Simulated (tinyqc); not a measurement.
Coupled-perturbed Hartree-Fock on RHF in the sto-3g basis, for BeH2, spin multiplicity 1, step by step. Computed by tinyqc, a small Python program that keeps every step (integrals from PySCF). Settings: charge = 0, multiplicity = 1, basis = sto-3g, method = RHF, energy threshold = 1e-10, iteration cap = 90, orthogonalisation = symmetric, start = Wolfsberg-Helmholz matrix, DIIS depth = 6. Command: `OMP_NUM_THREADS=1 python tinyqc.py 31473 31474 out.jsonl` (the two numbers bound the seeds that draw the settings). One thread of a shared host (Intel(R) Xeon(R) Processor @ 2.60GHz), about 0.1 s of CPU time with the checks. The early iterations of the SCF are left out here.

## One-electron integrals

Geometry (angstrom):
```
atom        x         y        z
Be    0.00000   0.00000  0.00000
H     0.00000   1.49000  0.00000
H     0.00000  -1.49000  0.00000
```

Basis sto-3g: exponents (1/bohr^2) and contraction coefficients of normalised primitives:
```
element  l (shell)  exponent  coefficient
Be           s (1)  30.16787      0.15433
Be           s (1)   5.49512      0.53533
Be           s (1)   1.48719      0.44463
Be           s (2)   1.31483     -0.09997
Be           s (2)   0.30554      0.39951
Be           s (2)   0.09937      0.70012
Be           p (3)   1.31483      0.15592
Be           p (3)   0.30554      0.60768
Be           p (3)   0.09937      0.39196
H            s (1)   3.42525      0.15433
H            s (1)   0.62391      0.53533
H            s (1)   0.16886      0.44463
```

Overlap, kinetic and nuclear-attraction integrals over the contracted functions; the nuclear repulsion is the sum of Za Zb / Rab.

nuclear repulsion = 3.0187962 hartree

overlap S, lower triangle:
```
          1Be 1s   1Be 2s  1Be 2px   1Be 2py  1Be 2pz    2H 1s    3H 1s
1Be 1s   1.00000
1Be 2s   0.25952  1.00000
1Be 2px  0.00000  0.00000  1.00000
1Be 2py  0.00000  0.00000  0.00000   1.00000
1Be 2pz  0.00000  0.00000  0.00000   0.00000  1.00000
2H 1s    0.04996  0.40078  0.00000   0.48024  0.00000  1.00000
3H 1s    0.04996  0.40078  0.00000  -0.48024  0.00000  0.01905  1.00000
```

kinetic energy T (hartree), lower triangle:
```
           1Be 1s   1Be 2s  1Be 2px   1Be 2py  1Be 2pz     2H 1s    3H 1s
1Be 1s    6.69397
1Be 2s   -0.03301  0.21111
1Be 2px   0.00000  0.00000  0.66059
1Be 2py   0.00000  0.00000  0.00000   0.66059
1Be 2pz   0.00000  0.00000  0.00000   0.00000  0.66059
2H 1s    -0.01353  0.04798  0.00000   0.14668  0.00000   0.76003
3H 1s    -0.01353  0.04798  0.00000  -0.14668  0.00000  -0.00681  0.76003
```

nuclear attraction V (hartree), lower triangle:
```
            1Be 1s    1Be 2s   1Be 2px   1Be 2py   1Be 2pz     2H 1s     3H 1s
1Be 1s   -15.27140
1Be 2s    -2.08358  -2.99337
1Be 2px    0.00000   0.00000  -2.90849
1Be 2py    0.00000   0.00000   0.00000  -3.10794
1Be 2pz    0.00000   0.00000   0.00000   0.00000  -2.90849
2H 1s     -0.39937  -1.12204   0.00000  -1.31148   0.00000  -2.81880
3H 1s     -0.39937  -1.12204   0.00000   1.31148   0.00000  -0.06336  -2.81880
```

core Hamiltonian H = T + V (hartree), lower triangle:
```
           1Be 1s    1Be 2s   1Be 2px   1Be 2py   1Be 2pz     2H 1s     3H 1s
1Be 1s   -8.57742
1Be 2s   -2.11659  -2.78226
1Be 2px   0.00000   0.00000  -2.24790
1Be 2py   0.00000   0.00000   0.00000  -2.44735
1Be 2pz   0.00000   0.00000   0.00000   0.00000  -2.24790
2H 1s    -0.41290  -1.07406   0.00000  -1.16480   0.00000  -2.05876
3H 1s    -0.41290  -1.07406   0.00000   1.16480   0.00000  -0.07016  -2.05876
```

## Two-electron integrals

Functions are numbered as in S; the eight-fold symmetry (ij|kl) = (ji|kl) = (kl|ij) leaves the list below.

Two-electron integrals (ij|kl) in chemists' order, unique and non-zero (hartree):
```
(11|11) 2.29883    (21|11) 0.39204    (21|21) 0.07954    (22|11) 0.57099
(22|21) 0.14304    (22|22) 0.41768    (31|31) 0.01461    (32|31) 0.02189
(32|32) 0.09226    (33|11) 0.56958    (33|21) 0.14308    (33|22) 0.41759
(33|33) 0.44986    (41|41) 0.01461    (42|41) 0.02189    (42|42) 0.09226
(43|43) 0.02425    (44|11) 0.56958    (44|21) 0.14308    (44|22) 0.41759
(44|33) 0.40136    (44|44) 0.44986    (51|51) 0.01461    (52|51) 0.02189
(52|52) 0.09226    (53|53) 0.02425    (54|54) 0.02425    (55|11) 0.56958
(55|21) 0.14308    (55|22) 0.41759    (55|33) 0.40136    (55|44) 0.40136
(55|55) 0.44986    (61|11) 0.07453    (61|21) 0.01511    (61|22) 0.02741
(61|33) 0.02722    (61|41) 0.00134    (61|42) 0.00252    (61|44) 0.02781
(61|55) 0.02722    (61|61) 0.00301    (62|11) 0.18588    (62|21) 0.04727
(62|22) 0.15104    (62|33) 0.14526    (62|41) 0.00618    (62|42) 0.03837
(62|44) 0.16248    (62|55) 0.14526    (62|61) 0.00994    (62|62) 0.08225
(63|31) 0.00427    (63|32) 0.02017    (63|43) 0.00659    (63|63) 0.00742
(64|11) 0.20134    (64|21) 0.05182    (64|22) 0.17357    (64|33) 0.16329
(64|41) 0.01001    (64|42) 0.05961    (64|44) 0.19396    (64|55) 0.16329
(64|61) 0.01137    (64|62) 0.10736    (64|64) 0.14447    (65|51) 0.00427
(65|52) 0.02017    (65|54) 0.00659    (65|65) 0.00742    (66|11) 0.35336
(66|21) 0.09147    (66|22) 0.32788    (66|33) 0.30421    (66|41) 0.01382
(66|42) 0.11148    (66|44) 0.37496    (66|55) 0.30421    (66|61) 0.01970
(66|62) 0.22812    (66|64) 0.31575    (66|66) 0.77461    (71|11) 0.07453
(71|21) 0.01511    (71|22) 0.02741    (71|33) 0.02722    (71|41) -0.00134
(71|42) -0.00252   (71|44) 0.02781    (71|55) 0.02722    (71|61) 0.00275
(71|62) 0.00839    (71|64) 0.00888    (71|66) 0.01605    (71|71) 0.00301
(72|11) 0.18588    (72|21) 0.04727    (72|22) 0.15104    (72|33) 0.14526
(72|41) -0.00618   (72|42) -0.03837   (72|44) 0.16248    (72|55) 0.14526
(72|61) 0.00839    (72|62) 0.04203    (72|64) 0.04428    (72|66) 0.08578
(72|71) 0.00994    (72|72) 0.08225    (73|31) 0.00427    (73|32) 0.02017
(73|43) -0.00659   (73|63) 0.00297    (73|73) 0.00742    (74|11) -0.20134
(74|21) -0.05182   (74|22) -0.17357   (74|33) -0.16329   (74|41) 0.01001
(74|42) 0.05961    (74|44) -0.19396   (74|55) -0.16329   (74|61) -0.00888
(74|62) -0.04428   (74|64) -0.04519   (74|66) -0.08968   (74|71) -0.01137
(74|72) -0.10736   (74|74) 0.14447    (75|51) 0.00427    (75|52) 0.02017
(75|54) -0.00659   (75|65) 0.00297    (75|75) 0.00742    (76|11) 0.01186
(76|21) 0.00293    (76|22) 0.00831    (76|33) 0.00819    (76|44) 0.00854
(76|55) 0.00819    (76|61) 0.00056    (76|62) 0.00308    (76|64) 0.00359
(76|66) 0.00686    (76|71) 0.00056    (76|72) 0.00308    (76|74) -0.00359
(76|76) 0.00017    (77|11) 0.35336    (77|21) 0.09147    (77|22) 0.32788
(77|33) 0.30421    (77|41) -0.01382   (77|42) -0.11148   (77|44) 0.37496
(77|55) 0.30421    (77|61) 0.01605    (77|62) 0.08578    (77|64) 0.08968
(77|66) 0.17757    (77|71) 0.01970    (77|72) 0.22812    (77|74) -0.31575
(77|76) 0.00686    (77|77) 0.77461
```

## Orthogonalisation

S = U s U^T; symmetric (Loewdin) form X = U s^(-1/2) U^T, so that X^T S X = 1.

eigenvalues of S: 0.31124  0.40895  0.95001  1.00000  1.00000  1.66009  1.66971

X, lower triangle:
```
           1Be 1s    1Be 2s  1Be 2px   1Be 2py  1Be 2pz     2H 1s    3H 1s
1Be 1s    1.02857
1Be 2s   -0.15201   1.19087
1Be 2px   0.00000   0.00000  1.00000
1Be 2py   0.00000   0.00000  0.00000   1.27604
1Be 2pz   0.00000   0.00000  0.00000   0.00000  1.00000
2H 1s     0.02064  -0.25593  0.00000  -0.36008  0.00000   1.21836
3H 1s     0.02064  -0.25593  0.00000   0.36008  0.00000  -0.07196  1.21836
```

## Starting guess

The start is the generalised Wolfsberg-Helmholz matrix (K = 1.75) built on H; D = 2 C_occ C_occ^T.

D at the start, lower triangle:
```
           1Be 1s   1Be 2s  1Be 2px   1Be 2py  1Be 2pz    2H 1s    3H 1s
1Be 1s    2.04308
1Be 2s   -0.15714  0.74104
1Be 2px   0.00000  0.00000  0.00000
1Be 2py   0.00000  0.00000  0.00000   0.78159
1Be 2pz   0.00000  0.00000  0.00000   0.00000  0.00000
2H 1s    -0.20548  0.46178  0.00000   0.41222  0.00000  0.51092
3H 1s    -0.20548  0.46178  0.00000  -0.41222  0.00000  0.07610  0.51092
```

## Iteration 6 (converged): orbitals

converged F (hartree), lower triangle:
```
           1Be 1s    1Be 2s  1Be 2px   1Be 2py  1Be 2pz     2H 1s     3H 1s
1Be 1s   -4.52506
1Be 2s   -1.28890  -0.60582
1Be 2px   0.00000   0.00000  0.21385
1Be 2py   0.00000   0.00000  0.00000  -0.17523
1Be 2pz   0.00000   0.00000  0.00000   0.00000  0.21385
2H 1s    -0.25624  -0.36277  0.00000  -0.31372  0.00000  -0.25659
3H 1s    -0.25624  -0.36277  0.00000   0.31372  0.00000  -0.02364  -0.25659
```

Diagonalise F' = X^T F X, C = X C', fill 3 alpha and 3 beta electrons from the bottom; D = 2 C_occ C_occ^T. Each column has its largest component positive (the first on a tie).

F' = X^T F X (hartree), lower triangle:
```
          1         2        3         4        5         6        7
1  -4.41575
2  -0.69796  -0.13139
3   0.00000   0.00000  0.21385
4   0.00000   0.00000  0.00000   0.23086
5   0.00000   0.00000  0.00000   0.00000  0.21385
6  -0.01826  -0.29619  0.00000  -0.40914  0.00000   0.06349
7  -0.01826  -0.29619  0.00000   0.40914  0.00000  -0.08627  0.06349
```

orbital energies (hartree): MO1 -4.52845, MO2 -0.43030, MO3 -0.38972, MO4 0.21385, MO5 0.21385, MO6 0.38883, MO7 0.77034

coefficients C:
```
              MO1       MO2       MO3      MO4       MO5       MO6       MO7
1Be 1s    0.99181  -0.21515   0.00000  0.00000   0.00000  -0.22791   0.00000
1Be 2s    0.03147   0.59181   0.00000  0.00000   0.00000   1.10501   0.00000
1Be 2px   0.00000   0.00000   0.00000  0.05793   0.99832   0.00000   0.00000
1Be 2py   0.00000   0.00000   0.49772  0.00000   0.00000   0.00000   1.28057
1Be 2pz   0.00000   0.00000   0.00000  0.99832  -0.05793   0.00000   0.00000
2H 1s    -0.00368   0.39253   0.42177  0.00000   0.00000  -0.75428  -0.88557
3H 1s    -0.00368   0.39253  -0.42177  0.00000   0.00000  -0.75428   0.88557
```

D after iteration 6, lower triangle:
```
           1Be 1s   1Be 2s  1Be 2px   1Be 2py  1Be 2pz     2H 1s    3H 1s
1Be 1s    2.05997
1Be 2s   -0.19222  0.70245
1Be 2px   0.00000  0.00000  0.00000
1Be 2py   0.00000  0.00000  0.00000   0.49546
1Be 2pz   0.00000  0.00000  0.00000   0.00000  0.00000
2H 1s    -0.17621  0.46437  0.00000   0.41985  0.00000   0.66397
3H 1s    -0.17621  0.46437  0.00000  -0.41985  0.00000  -0.04760  0.66397
```

Within a degenerate level the vectors are fixed only up to a rotation; this is one choice.

## Convergence

Stop when the energy changes by less than 1e-10 hartree and every element of the error matrix X^T (F D S - S D F) X is below 3e-06.

Course of the cycle:
```
iteration  E (hartree)     change  largest element of the error matrix
1          -15.5097028          -                             1.43e-01
2          -15.5341308  -2.44e-02                             1.79e-02
3          -15.5346281  -4.97e-04                             2.31e-03
4          -15.5346418  -1.37e-05                             1.12e-04
5          -15.5346418  -2.24e-08                             4.27e-07
6          -15.5346418  -1.24e-13                             4.66e-10
```

PySCF RHF in the same basis = -15.5346418 hartree

Converged in 6 iterations.

## Populations, bond orders and dipole

Mulliken: Z minus the diagonal of D S on the atom; Loewdin: the same with S^(1/2) D S^(1/2); Mayer order: 2 sum_s sum (D(s) S)_ij (D(s) S)_ji over the two atoms.

Charges (e):
```
atom  Mulliken   Loewdin
1Be    0.08401   0.07073
2H    -0.04201  -0.03536
3H    -0.04201  -0.03536
```

Mayer bond orders:
```
pair    order
2-1   0.99472
3-1   0.99472
3-2   0.00351
```

dipole moment about the origin, x y z (debye): 0.00000  0.00000  0.00000

## Integrals over molecular orbitals

(pq|rs) = sum C_ip C_jq C_kr C_ls (ij|kl), one index at a time.

one-electron integrals over orbitals h = C^T H C (hartree), lower triangle:
```
          1         2         3         4         5         6         7
1  -8.56600
2   0.21261  -2.34709
3   0.00000   0.00000  -2.29188
4   0.00000   0.00000   0.00000  -2.24790
5   0.00000   0.00000   0.00000   0.00000  -2.24790
6   0.20253  -0.22371   0.00000   0.00000   0.00000  -1.90222
7   0.00000   0.00000  -0.30578   0.00000   0.00000   0.00000  -1.84867
```

Two-electron integrals over orbitals (pq|rs), unique and non-zero (hartree):
```
(11|11) 2.27175    (21|11) -0.18979   (21|21) 0.02442    (22|11) 0.46625
(22|21) -0.00597   (22|22) 0.38153    (31|31) 0.00530    (32|31) 0.01187
(32|32) 0.16072    (33|11) 0.43151    (33|21) -0.00249   (33|22) 0.39394
(33|33) 0.41728    (41|41) 0.01575    (42|41) 0.01502    (42|42) 0.04791
(43|43) 0.01313    (44|11) 0.56918    (44|21) -0.00746   (44|22) 0.35823
(44|33) 0.34186    (44|44) 0.44986    (51|51) 0.01575    (52|51) 0.01502
(52|52) 0.04791    (53|53) 0.01313    (54|54) 0.02425    (55|11) 0.56918
(55|21) -0.00746   (55|22) 0.35823    (55|33) 0.34186    (55|44) 0.40136
(55|55) 0.44986    (61|11) -0.19079   (61|21) 0.02511    (61|22) -0.00619
(61|33) -0.00329   (61|44) -0.00546   (61|55) -0.00546   (61|61) 0.02594
(62|11) 0.12955    (62|21) -0.00620   (62|22) -0.01759   (62|33) -0.04266
(62|44) 0.06300    (62|55) 0.06300    (62|61) -0.00496   (62|62) 0.08139
(63|31) -0.00100   (63|32) -0.09262   (63|63) 0.08564    (64|41) 0.01629
(64|42) 0.04686    (64|64) 0.04991    (65|51) 0.01629    (65|52) 0.04686
(65|65) 0.04991    (66|11) 0.46582    (66|21) -0.00672   (66|22) 0.38254
(66|33) 0.39365    (66|44) 0.35733    (66|55) 0.35733    (66|61) -0.00650
(66|62) -0.02954   (66|66) 0.39890    (71|31) 0.01003    (71|32) 0.01855
(71|63) -0.00040   (71|71) 0.01919    (72|31) 0.00428    (72|32) -0.04061
(72|63) 0.06211    (72|71) 0.00812    (72|72) 0.05704    (73|11) 0.14768
(73|21) -0.00431   (73|22) -0.00095   (73|33) -0.01827   (73|44) 0.06712
(73|55) 0.06712    (73|61) -0.00355   (73|62) 0.07697    (73|66) -0.02188
(73|73) 0.08570    (74|43) 0.01344    (74|74) 0.01685    (75|53) 0.01344
(75|75) 0.01685    (76|31) 0.01019    (76|32) 0.14082    (76|63) -0.09247
(76|71) 0.01637    (76|72) -0.04987   (76|76) 0.13789    (77|11) 0.55587
(77|21) -0.00797   (77|22) 0.40877    (77|33) 0.42582    (77|44) 0.38180
(77|55) 0.38180    (77|61) -0.00797   (77|62) -0.02405   (77|66) 0.41828
(77|73) -0.00054   (77|77) 0.46478
```

## Response to a field: uncoupled start

dipole integrals <a|z|i> (bohr):
```
          i1        i2       i3
a4   0.15138   0.96327  0.00000
a5  -0.00878  -0.05589  0.00000
a6   0.00000   0.00000  0.00000
a7   0.00000   0.00000  0.00000
```

Field along z; U_ai = -mu_ai / (e_a - e_i), alpha = -4 sum U_ai mu_ai.

uncoupled U:
```
          i1        i2       i3
a4  -0.03192  -1.49541  0.00000
a5   0.00185   0.08677  0.00000
a6   0.00000   0.00000  0.00000
a7   0.00000   0.00000  0.00000
```

uncoupled polarisability = 5.80071 bohr^3

## Coupled step 1

U_ai = -(mu_ai + sum_bj [4 (ai|bj) - (ab|ij) - (aj|bi)] U_bj) / (e_a - e_i); alpha = -4 sum U_ai mu_ai.

U after step 1:
```
          i1        i2       i3
a4  -0.01888  -1.99074  0.00000
a5   0.00110   0.11551  0.00000
a6   0.00000   0.00000  0.00000
a7   0.00000   0.00000  0.00000
```

polarisability = 7.70776 bohr^3

## Coupled step 2

As before.

U after step 2:
```
          i1        i2       i3
a4  -0.01196  -2.15673  0.00000
a5   0.00069   0.12515  0.00000
a6   0.00000   0.00000  0.00000
a7   0.00000   0.00000  0.00000
```

polarisability = 8.34529 bohr^3

## Coupled polarisability

Repeat until U stops changing; compare with -d2E/dF2.

Course of the coupled iterations:
```
step  alpha (bohr^3)
0            5.80071
1            7.70776
2            8.34529
3            8.55958
4            8.63172
5            8.65603
6            8.66422
7            8.66698
8            8.66791
9            8.66822
10           8.66832
11           8.66836
12           8.66837
13           8.66838
14           8.66838
15           8.66838
16           8.66838
17           8.66838
18           8.66838
```

coupled polarisability = 8.66838 bohr^3

finite-field check, fields of +/-0.001 au = 8.66835 bohr^3
